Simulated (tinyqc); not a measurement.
# Tersoff bond-order potential, step by step

A worked calculation. Computed by tinyqc, a small Python program that keeps every step. Command: `OMP_NUM_THREADS=1 python tinyqc.py 3019934 3019935 out.jsonl tersoff walk`. One thread of a shared host (Intel(R) Xeon(R) Processor @ 2.30GHz), about 0.01 s of CPU time with the checks. Intermediate numbers are printed to about 7 digits and carried at full precision; extremes and crossings named in words are read from the listed rows.

E = (1/2) sum_(i, j != i) [A exp(-lambda r_ij) - b_ij B exp(-mu r_ij)], b_ij = (1 + (beta zeta_ij)^n)^(-1/(2n)), zeta_ij = sum_(k != i, j) g(theta_ijk), g = 1 + c^2/d^2 - c^2/(d^2 + (h - cos theta)^2), with theta at atom i. Only nearest neighbours count (cut-off function 1 for them, 0 beyond).

Inputs (values chosen for the exercise, modelled on silicon):
```
quantity                  value        unit
A                        1832.6          eV
B                        471.01          eV
lambda                   2.4799  1/angstrom
mu                       1.7322  1/angstrom
beta                   1.15e-06           -
n                        0.7968           -
c                        100100           -
d                         16.33           -
h                        -0.601           -
bond length r_12           2.21    angstrom
bond length r_13           2.44    angstrom
angle theta at atom 1       121     degrees
```

Constants: 1 eV/angstrom^3 = 160.2176634 GPa.

## An open trimer

Atom 1 binds atoms 2 and 3, which do not interact. b_12 = b_13 follow from zeta = g(theta); b_21 = b_31 = 1. E = sum over the two bonds of A exp(-lambda r) - (b + 1)/2 B exp(-mu r).

g(theta) = 1042.175

bond order b_12 = 0.9970608

repulsive terms (eV): 7.636291  4.316889

attractive terms B exp(-mu r) (eV): 10.24426  6.87789

energy of the trimer = -5.143801 eV

g is least (g = 1) at cos theta = h, 126.9 degrees, wider than the tetrahedral 109.47.

## The diamond lattice

zeta = 3 g(cos theta = -1/3). With z equal bonds of order b, r = ln(lambda A/(mu b B))/(lambda - mu) and E per atom = -(z/2) b B exp(-mu r)(1 - mu/lambda). a0 = 4 r/sqrt3; B0 = phi''(r)/(3 a0) with phi'' = mu (lambda - mu) b B exp(-mu r), since b does not change under uniform scaling.

zeta = 30280.26

bond order b = 0.9590570

bond length = 2.352872 angstrom

energy per atom of the diamond lattice = -4.625595 eV

lattice constant a0 = 5.433725 angstrom

bulk modulus B0 = 97.64754 GPa

## Elastic constants of the diamond lattice

Second derivatives of the energy per atom, volume V = a0^3/8: e_xx gives C11; e_xx = -e_yy gives 2 (C11 - C12); e_xy = e_yx = s/2 with a sublattice shift u_z gives C44 = (E_ss - E_su^2/E_uu)/V and Kleinman's parameter |E_su/E_uu|/(a0/4).

C11 = 141.1437 GPa

C12 = 75.89946 GPa

C44 = 67.84707 GPa

Kleinman's parameter = 0.6803359

## Unrelaxed vacancy

Each of the four neighbours loses one bond; its three other bonds now have zeta = 2 g, for the direction that starts at it. E_v = -E + 12 x (1/2)(b(3g) - b(2g)) B exp(-mu r), where -E is the pair-like cost.

b(2g) = 0.9699228

unrelaxed vacancy energy E_v = 4.104146 eV

Stronger back bonds return 0.521 eV, so E_v is 89 % of the cohesive energy.

## Energy against coordination

Angles seen from one bond (cos theta: count): chain -1: 1; graphitic -1/2: 2; diamond -1/3: 3; square net 0: 2, -1: 1; simple cubic 0: 4, -1: 1; bcc 1/3: 3, -1/3: 3, -1: 1; fcc 1/2: 4, 0: 2, -1/2: 4, -1: 1.

Relaxed structures:
```
structure      z      zeta         b  r (angstrom)  E per atom (eV)  E per bond (eV)
dimer          1         0  1.000000      2.296961        -1.328386        -2.656772
chain          2   22419.7  0.967411      2.341273        -2.380290        -2.380290
graphitic      3    2876.6  0.993431      2.305776        -3.898989        -2.599326
diamond        4   30280.3  0.959057      2.352872        -4.625595        -2.312798
square net     4  124073.3  0.886371      2.458282        -3.561559        -1.780779
simple cubic   6  225727.0  0.831668      2.543479        -4.324879        -1.441626
bcc            8  420517.5  0.756346      2.670448        -4.208880        -1.052220
fcc           12  809954.9  0.658722      2.855279        -3.992027        -0.665338
```

The lowest are diamond, simple cubic and bcc, the first two 0.301 eV apart. The bond order falls from 1 to 0.659 and the bond weakens from -2.66 to -0.67 eV, as b^(lambda/(lambda - mu)) with exponent 3.32. With the same z = 4 the square net lies 1.06 eV above diamond, from its angles alone. Caution: in bcc and other dense structures second neighbours can fall inside the usual cut-off; they are left out here.

Checks made by the program: (C11 + 2 C12)/3 against B0 (relative difference 5e-08).
